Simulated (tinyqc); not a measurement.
Precursor delivery and alloy composition in metal-organic vapour-phase epitaxy: one step, computed by the program tinyqc. Command: `OMP_NUM_THREADS=1 python tinyqc.py 3029470 3029471 out.jsonl movpe walk`. One thread of a shared host (Intel(R) Xeon(R) Processor @ 2.30GHz), about 0.01 s of CPU time with the checks.

Carrier gas leaves each bubbler saturated. Group-III species cross a boundary layer and react at the surface; element 2 can also desorb. The film is (1)_(1-x) (2)_x V with a zinc-blende cell.

Task: Molar flows. Temperatures in kelvin are T(C) + 273.15. Vapour pressure p_v = 10^(a - b/T); precursor flow = carrier flow x p_v/(p_b - p_v); 1 sccm = 44.615 micromol/min; V/III = hydride flow over the sum of both; gas share x_g = F2/(F1 + F2).

Inputs (values chosen for the exercise, close to those used for AlGaAs from TMAl and TEGa):
```
quantity,value,unit
source 1: a in log10(p/torr) = a - b/T,8.22,-
source 1: b,2134,K
source 1: bath temperature,17,C
source 1: carrier flow,16,sccm
source 2: a,8.08,-
source 2: b,2162,K
source 2: bath temperature,16,C
source 2: carrier flow,14,sccm
bubbler pressure p_b,400,torr
group-V hydride flow,100,sccm
```

Give: vapour pressures; molar flows; V/III ratio; gas share x_g.

Result:

vapour pressures (torr): source 1 7.331, source 2 4.008

molar flows (micromol/min): F1 13.33, F2 6.322

V/III ratio = 227.1

gas share x_g = 0.3217

The slope of F2 with the temperature of bath 2 is b ln(10)/T^2 x p_b/(p_b - p_v) = 6.0 % per kelvin. Caution: trimethylaluminium is largely a dimer in the vapour, which would double its metal flow; it is counted as a monomer here.
